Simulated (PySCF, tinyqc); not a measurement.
Worked calculation: G0W0 on RHF in the sto-3g basis, for BeH+, spin multiplicity 1. The lowest restricted solution is unstable here: a spin-polarised one lies 0.0108 hartree lower (PySCF). One step of it, computed by the program tinyqc.

Question. Integrals over molecular orbitals. (pq|rs) = sum C_ip C_jq C_kr C_ls (ij|kl), one index at a time.

coefficients C:
```
               MO1        MO2        MO3       MO4        MO5        MO6
1Be 1s    0.993019  -0.202336  -0.198239  0.000000   0.000000   0.095943
1Be 2s    0.025959   0.674341   0.729705  0.000000   0.000000  -0.426867
1Be 2px   0.000000   0.000000   0.000000  0.053790   0.998552   0.000000
1Be 2py   0.000000   0.000000   0.000000  0.998552  -0.053790   0.000000
1Be 2pz  -0.002005   0.249038  -0.573198  0.000000   0.000000  -0.873054
2H 1s    -0.002776   0.500047  -0.407988  0.000000   0.000000   0.910023
```

core Hamiltonian H = T + V (hartree):
```
            1Be 1s     1Be 2s    1Be 2px    1Be 2py    1Be 2pz      2H 1s
1Be 1s   -8.148744  -2.005345   0.000000   0.000000  -0.009154  -0.166459
1Be 2s   -2.005345  -2.380128   0.000000   0.000000  -0.092819  -0.593151
1Be 2px   0.000000   0.000000  -1.890793   0.000000   0.000000   0.000000
1Be 2py   0.000000   0.000000   0.000000  -1.890793   0.000000   0.000000
1Be 2pz  -0.009154  -0.092819   0.000000   0.000000  -1.954207  -0.714483
2H 1s    -0.166459  -0.593151   0.000000   0.000000  -0.714483  -1.592303
```

Two-electron integrals (ij|kl) in chemists' order, unique and non-zero (hartree):
```
(11|11) 2.298831   (21|11) 0.392036   (21|21) 0.079539   (22|11) 0.570988
(22|21) 0.143041   (22|22) 0.417683   (31|31) 0.014607   (32|31) 0.021888
(32|32) 0.092265   (33|11) 0.569578   (33|21) 0.143083   (33|22) 0.417589
(33|33) 0.449859   (41|41) 0.014607   (42|41) 0.021888   (42|42) 0.092265
(43|43) 0.024249   (44|11) 0.569578   (44|21) 0.143083   (44|22) 0.417589
(44|33) 0.401360   (44|44) 0.449859   (51|51) 0.014607   (52|51) 0.021888
(52|52) 0.092265   (53|53) 0.024249   (54|54) 0.024249   (55|11) 0.569578
(55|21) 0.143083   (55|22) 0.417589   (55|33) 0.401360   (55|44) 0.401360
(55|55) 0.449859   (61|11) 0.031472   (61|21) 0.006385   (61|22) 0.011597
(61|33) 0.011523   (61|44) 0.011523   (61|51) 0.000583   (61|52) 0.001099
(61|55) 0.011751   (61|61) 0.000539   (62|11) 0.106826   (62|21) 0.027316
(62|22) 0.091264   (62|33) 0.087489   (62|44) 0.087489   (62|51) 0.003483
(62|52) 0.024290   (62|55) 0.098719   (62|61) 0.002431   (62|62) 0.034876
(63|31) 0.002054   (63|32) 0.010573   (63|53) 0.003830   (63|63) 0.002521
(64|41) 0.002054   (64|42) 0.010573   (64|54) 0.003830   (64|64) 0.002521
(65|11) 0.127506   (65|21) 0.032902   (65|22) 0.114454   (65|33) 0.107912
(65|44) 0.107912   (65|51) 0.005461   (65|52) 0.037125   (65|55) 0.127410
(65|61) 0.003011   (65|62) 0.048763   (65|65) 0.069290   (66|11) 0.281378
(66|21) 0.072980   (66|22) 0.273596   (66|33) 0.255897   (66|44) 0.255897
(66|51) 0.009037   (66|52) 0.085789   (66|55) 0.308589   (66|61) 0.006526
(66|62) 0.143065   (66|65) 0.209099   (66|66) 0.774606
```

Give: one-electron integrals over orbitals h = C^T H C; Two-electron integrals over orbitals.

Answer.

one-electron integrals over orbitals h = C^T H C (hartree):
```
         1        2        3        4        5        6
1  -8.1393   0.1756   0.1920   0.0000   0.0000  -0.0599
2   0.1756  -1.9626  -0.0848   0.0000   0.0000   0.2386
3   0.1920  -0.0848  -1.8469   0.0000   0.0000  -0.1076
4   0.0000   0.0000   0.0000  -1.8908   0.0000   0.0000
5   0.0000   0.0000   0.0000   0.0000  -1.8908   0.0000
6  -0.0599   0.2386  -0.1076   0.0000   0.0000  -1.6532
```

Two-electron integrals over orbitals (pq|rs), unique and non-zero (hartree):
```
(11|11) 2.2758    (21|11) -0.1741   (21|21) 0.0221    (22|11) 0.4495
(22|21) -0.0015   (22|22) 0.4469    (31|11) -0.1710   (31|21) 0.0181
(31|22) -0.0134   (31|31) 0.0257    (32|11) 0.0836    (32|21) -0.0057
(32|22) -0.0642   (32|31) 0.0016    (32|32) 0.0685    (33|11) 0.5157
(33|21) -0.0104   (33|22) 0.3292    (33|31) 0.0021    (33|32) 0.0304
(33|33) 0.4188    (41|41) 0.0156    (42|41) 0.0143    (42|42) 0.0464
(43|41) 0.0137    (43|42) 0.0353    (43|43) 0.0476    (44|11) 0.5692
(44|21) -0.0061   (44|22) 0.3466    (44|31) -0.0060   (44|32) 0.0443
(44|33) 0.3780    (44|44) 0.4499    (51|51) 0.0156    (52|51) 0.0143
(52|52) 0.0464    (53|51) 0.0137    (53|52) 0.0353    (53|53) 0.0476
(54|54) 0.0242    (55|11) 0.5692    (55|21) -0.0061   (55|22) 0.3466
(55|31) -0.0060   (55|32) 0.0443    (55|33) 0.3780    (55|44) 0.4014
(55|55) 0.4499    (61|11) 0.0783    (61|21) -0.0131   (61|22) -0.0087
(61|31) -0.0018   (61|32) 0.0080    (61|33) 0.0143    (61|44) 0.0020
(61|55) 0.0020    (61|61) 0.0152    (62|11) -0.1336   (62|21) 0.0011
(62|22) 0.0155    (62|31) 0.0086    (62|32) -0.0571   (62|33) -0.0039
(62|44) -0.0697   (62|55) -0.0697   (62|61) 0.0056    (62|62) 0.1157
(63|11) 0.0812    (63|21) -0.0033   (63|22) -0.0568   (63|31) 0.0049
(63|32) 0.0652    (63|33) 0.0476    (63|44) 0.0400    (63|55) 0.0400
(63|61) 0.0080    (63|62) -0.0621   (63|63) 0.0822    (64|41) -0.0067
(64|42) -0.0245   (64|43) -0.0067   (64|64) 0.0218    (65|51) -0.0067
(65|52) -0.0245   (65|53) -0.0067   (65|65) 0.0218    (66|11) 0.4798
(66|21) -0.0021   (66|22) 0.4535    (66|31) -0.0121   (66|32) -0.0683
(66|33) 0.3578    (66|44) 0.3500    (66|55) 0.3500    (66|61) -0.0071
(66|62) 0.0399    (66|63) -0.0592   (66|66) 0.4890
```
